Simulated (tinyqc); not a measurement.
Inside a calculation: sp3s* tight binding. Values are carried at full precision from step to step, so a last printed digit may differ when a step is redone from the rounded ones.

sp3s* tight binding, nearest neighbours only: anion (a) at 0, cation (c) at a/4 (1,1,1), orbitals s, px, py, pz, s* on each; k in units of 2 pi/a. With phases e_j = exp(i (pi/2) k.n_j) for n = (1,1,1), (1,-1,-1), (-1,1,-1), (-1,-1,1): g0 = (e1+e2+e3+e4)/4, g1 = (e1+e2-e3-e4)/4, g2 = (e1-e2+e3-e4)/4, g3 = (e1-e2-e3+e4)/4. The diagonal holds the levels Esa, Epa, Exa (s*) and Esc, Epc, Exc. Anion-cation block: <sa|sc> = Vss g0; <sa|xc> = Vsapc g1; <xa|sc> = -Vscpa g1; <xa|xc> = Vxx g0; <xa|yc> = <ya|xc> = Vxy g3, <xa|zc> = <za|xc> = Vxy g2, <ya|zc> = <za|yc> = Vxy g1; <s*a|xc> = Vxapc g1; <xa|s*c> = -Vpaxc g1; y and z take g2 and g3 in place of g1; s-s* and s*-s* vanish.

Constants: hbar^2/2m0 = 3.80998211 eV angstrom^2.

Inputs chosen for the exercise (near a published set for Si, fitted to gaps, whose masses and valley positions are rough; shifted at random, so the results belong to these values and not to a real crystal): k = (0.48, 0.48, 0) 2 pi/a (wave vector); Esa = -4.209 eV (s level of the anion); Epa = 1.716 eV (p level of the anion); Esc = -4.209 eV (s level of the cation); Epc = 1.716 eV (p level of the cation); Exa = 6.686 eV (s* level of the anion); Exc = 6.686 eV (s* level of the cation); Vss = -8.277 eV (s-s); Vxx = 1.72 eV (px-px); Vxy = 4.566 eV (px-py); Vsapc = 5.735 eV (s anion, p cation); Vscpa = 5.735 eV (s cation, p anion); Vxapc = 5.388 eV (s* anion, p cation); Vpaxc = 5.388 eV (p anion, s* cation); a = 5.427 angstrom (lattice constant).

## Phase sums

Form g0 to g3 at this k.

g0, g1, g2, g3: 0.53140  0.49901i  0.49901i  -0.46860

## The Hamiltonian without spin-orbit coupling

Fill in the 10 x 10 matrix.

H(k) (eV), lower triangle (Hermitian):
```
           sa        xa        ya        za       s*a       sc      xc      yc      zc     s*c
sa    -4.2090
xa          0    1.7160
ya          0         0    1.7160
za          0         0         0    1.7160
s*a         0         0         0         0    6.6860
sc    -4.3984   2.8618i   2.8618i    2.6874         0  -4.2090
xc   -2.8618i    0.9140   -2.1396  -2.2785i  -2.6887i        0  1.7160
yc   -2.8618i   -2.1396    0.9140  -2.2785i  -2.6887i        0       0  1.7160
zc    -2.6874  -2.2785i  -2.2785i    0.9140   -2.5248        0       0       0  1.7160
s*c         0   2.6887i   2.6887i    2.5248         0        0       0       0       0  6.6860
```

## Levels at this k

Diagonalise H, which belongs to k = (0.48, 0.48, 0) (2 pi/a). Four bands are filled (two electrons each); give the make-up of band 5, the lowest empty one.

levels (eV): -10.4824  -5.8566  -2.5161  -1.3376  1.9070  2.8141  4.7696  5.7744  9.7151  10.4624

weights of band 5: s 0.095, p 0.497, s* 0.408

weight of band 5 on atom a = 0.500

The vertical gap at this k is 3.2446 eV; band 5 is mostly p-like.

## Levels at Gamma

At k = 0 only g0 = 1 is left and H falls into 2 x 2 blocks [[E_a, V], [V, E_c]] with roots (E_a + E_c)/2 -/+ sqrt(((E_a - E_c)/2)^2 + V^2); the s* levels stay uncoupled. The direct gap runs from the highest lower root of the p blocks to the lowest upper root.

Blocks at Gamma (eV):
```
block            E_a      E_c        V  lower root  upper root
s (Gamma1)   -4.2090  -4.2090  -8.2770    -12.4860      4.0680
p (Gamma15)   1.7160   1.7160   1.7200     -0.0040      3.4360
```

direct gap at Gamma = 3.4400 eV

The lowest empty level at Gamma is p-like.

## Bands near the gap

Diagonalise at L = (1/2,1/2,1/2), X = (1,0,0), W = (1,1/2,0), K = (3/4,3/4,0) and at the fractions named between them; energies from the top of the valence band at Gamma; 4 bands are filled.

Levels (eV):
```
k        level 2  level 3  level 4  level 5  level 6
L         -7.083   -1.423   -1.423    2.488    2.502
L-G 0.5   -3.913   -0.813   -0.813    2.381    3.979
G          0.000    0.000    0.000    3.440    3.440
G-X 0.2   -0.957   -0.440   -0.440    2.845    3.880
G-X 0.4   -2.850   -1.303   -1.303    1.904    4.018
G-X 0.6   -4.847   -2.110   -2.110    1.290    3.293
G-X 0.7   -5.792   -2.423   -2.423    1.177    2.851
G-X 0.8   -6.683   -2.655   -2.655    1.202    2.404
G-X 0.9   -7.513   -2.798   -2.798    1.357    1.985
X         -8.283   -2.846   -2.846    1.627    1.627
W         -8.283   -2.846   -2.846    1.627    1.627
K         -7.807   -3.058   -2.429    1.610    1.779
K-G 0.5   -4.585   -1.980   -0.878    2.237    3.341
```

On these points the lowest empty level is lowest at G-X 0.7, 1.177 eV above the top.

## Valleys and masses

The lowest conduction level at Gamma, at its minimum on (x,0,0) for x from 0.5 to 1, and at the point L (L, and X where the search ends there, need not be minima in this model; a zero or negative inverse mass shows it). Inverse masses m0/m = (E(+h) + E(-h) - 2 E)/(2 c q^2) with c = hbar^2/2m0, q = h 2 pi/a, h = 0.002; longitudinal along the valley axis ([100] at Gamma and Delta, [111] at L), transverse along [010] or [1-10]. A dash: the next level lies within 0.15 eV, so a single mass has no use there.

Valleys:
```
valley  x (2 pi/a)  E - Ev (eV)  m0/m_l  m0/m_t
Gamma       0.0000       3.4400       -       -
Delta       0.7316       1.1702    1.35    0.61
L           0.5000       2.4882       -       -
```

Of these three the lowest is the Delta line, which makes the gap indirect, 1.1702 eV. At Delta m0/m_t is 0.61. This nearest-neighbour model is fitted to gaps: it places the Delta minimum and the masses at Delta and L only roughly (transverse masses can be several times too heavy), and since its bands are flat from X to W the transverse mass grows too heavy towards X; d orbitals or second neighbours cure this.

## Checks

- Direct gap at Gamma from the blocks against the full matrix: both 3.44000.

tinyqc: `OMP_NUM_THREADS=1 python tinyqc.py 1452658 1452659 out.jsonl`; about 0.1 s, one thread, shared Intel(R) Xeon(R) Processor @ 2.30GHz.
